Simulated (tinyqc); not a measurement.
From results back to parameters: two-dimensional electron gas with Rashba and Dresselhaus coupling. Three cases, with inputs chosen for the exercise.

Problem. For pure Rashba coupling above the band crossing, k_outer - k_inner = al m/c with c = hbar^2/2m0, and each branch holds k^2/(4 pi) electrons per area. Beating of Shubnikov-de Haas oscillations gives the two densities; those below come from a hidden al (1e11/cm^2 = 1e-5/angstrom^2).

Constants: hbar^2/2m0 = 3.80998211 eV angstrom^2.

Case 1.

Values chosen (out of a larger set: of the size met in InAs; not measured data): m = 0.0246 m0 (mass).

densities (1e11/cm^2): outer 5.373239, inner 4.626761

Case 2.

Values chosen (out of a larger set: of the size met in InSb; not measured data): m = 0.0144 m0 (mass).

densities (1e11/cm^2): outer 2.293288, inner 2.006712

Case 3.

Values chosen (out of a larger set: of the size met in InGaAs; not measured data): m = 0.0438 m0 (mass).

densities (1e11/cm^2): outer 5.311738, inner 3.988262

Find: k_outer, k_inner; al.

Solution. k = sqrt(4 pi n) for each branch, and al = c (k_outer - k_inner)/m.

Case 1.

k_outer, k_inner (1/angstrom): 0.02599  0.02411

al = 0.290 eV angstrom

Case 2.

k_outer, k_inner (1/angstrom): 0.01698  0.01588

al = 0.290 eV angstrom

Case 3.

k_outer, k_inner (1/angstrom): 0.02584  0.02239

al = 0.300 eV angstrom

Computed by tinyqc, one run a case: `OMP_NUM_THREADS=1 python tinyqc.py N N+1 out.jsonl` with N = 1480097, 1480152, 1480209; one thread of a shared Intel(R) Xeon(R) Processor @ 2.30GHz, about 0.01 s a run at most.
